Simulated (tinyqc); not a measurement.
# Short-channel transistor, virtual-source model with series resistance: output curve

The current per gate width is the charge at the top of the source barrier (the virtual source) times its velocity times a saturation function; al and be are fitting constants of the model. Units: I in uA/um, Rs in ohm um, so I Rs = 1e-6 I Rs in volts; Q in uC/cm^2, so I = 1e-4 Q vx0 Fsat with vx0 in cm/s.

Intrinsic voltages Vg' = Vgs - I Rs, Vd' = Vds - 2 I Rs. n = n0 + nd Vd', VT = VT0 - dl Vd', Ff = 1/(1 + exp((Vg' - VT + al Vt/2)/(al Vt))), Q = Cinv n Vt ln(1 + exp((Vg' - VT + al Vt Ff)/(n Vt))), Vdsat = (vx0 L/mu)(1 - Ff) + Vt Ff, Fsat = u/(1 + u^be)^(1/be) with u = Vd'/Vdsat, and I = Q vx0 Fsat per width. I is solved self-consistently. gds = dI/dVds, gm = dI/dVgs.

Values chosen for this exercise:

| symbol | value | unit | meaning |
|---|---|---|---|
| T | 325 | K | temperature |
| Cinv | 3.54 | uF/cm^2 | inversion capacitance |
| vx0 | 1.32e7 | cm/s | velocity at the virtual source |
| mu | 330 | cm^2/(V s) | apparent mobility |
| L | 16 | nm | channel length |
| VT0 | 0.442 | V | threshold at zero drain voltage |
| dl | 0.2 | V/V | drain-induced barrier lowering |
| n0 | 1.1 |  | subthreshold factor |
| nd | 0.05 | 1/V | growth of n with drain voltage |
| al | 3.5 |  | threshold shift (in units of Vt) from weak to strong inversion |
| be | 1.6 |  | sharpness of saturation |
| Rs | 50 | ohm um | series resistance of each contact |
| Vgs | 1.2 | V | gate voltage |

Constants: q = 1.602176634e-19 C, kB = 1.380649e-23 J/K, Vt = kB T/q. Results are converted to the units shown.

Output curve:

| Vds (V) | I (uA/um) | Fsat | gds (uS/um) | gain gm/gds |
|---|---|---|---|---|
| 0.13 | 1069 | 0.3226 | 7841 | 0.03854 |
| 0.26 | 1988 | 0.6341 | 6025 | 0.1700 |
| 0.4 | 2612 | 0.8531 | 2952 | 0.7928 |
| 0.53 | 2884 | 0.9320 | 1496 | 2.031 |
| 0.66 | 3043 | 0.9618 | 1036 | 3.175 |
| 0.8 | 3174 | 0.9761 | 864.0 | 3.926 |
| 0.93 | 3281 | 0.9831 | 797.3 | 4.310 |
| 1.07 | 3390 | 0.9875 | 761.8 | 4.545 |
| 1.2 | 3488 | 0.9902 | 743.7 | 4.676 |

The current rises from 1070 to 3490 uA/um as Fsat rises from 0.323 to 0.990; gds falls from 7840 to 744 uS/um. The gain ends at 4.68, against 1/dl = 5.00 for a current that depends on Vds through barrier lowering alone.

Numbers from tinyqc (`OMP_NUM_THREADS=1 python tinyqc.py 2380159 2380160 out.jsonl`; about 0.02 s on one thread of a shared Intel Xeon 2.30GHz).
